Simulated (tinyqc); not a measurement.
Equation-of-state fits to an energy-volume table made by a known binding curve: one step, computed by the program tinyqc.

With x = (V/V_0)^(1/3), the energy per atom is E = D [exp(-2 eta (x - 1)) - 2 exp(-eta (x - 1))], so that B0 = 2 D eta^2/(9 V_0) and B' = 1 + eta. B' = dB/dP at P = 0.

Problem. Errors of the Birch-Murnaghan fit. Third-order Birch-Murnaghan is a cubic in u = V^(-2/3): fit it by linear least squares, find the minimum, and take B0 = V E''(V), B' = -1 - V E'''/E'' there. Errors are fitted minus exact, relative; the pressure at c V_0 uses P = (3 B0/2) (x^7 - x^5) [1 + (3/4)(B' - 4)(x^2 - 1)], x = (V0/V)^(1/3) with the fitted values.

Inputs (values chosen for the exercise, for a model crystal): true volume V_0 = 9.75 angstrom^3/atom; compression V/V_0 for the pressure test = 0.7.

Binding curve: Morse. Noise: none.

fitted B0 = 121.1515 GPa

exact B0 = 121.3708 GPa

fitted B' = 3.792081

exact B' = 3.83

fitted V0 = 9.750791 angstrom^3

exact pressure at c V_0 = 83.67025 GPa

Give: error of B0; error of B'; fitted pressure at c V_0; error of that pressure.

Solution.

error of B0 = -0.181 %

error of B' = -0.990 %

fitted pressure at c V_0 = 84.7 GPa

error of that pressure = 1.26 %
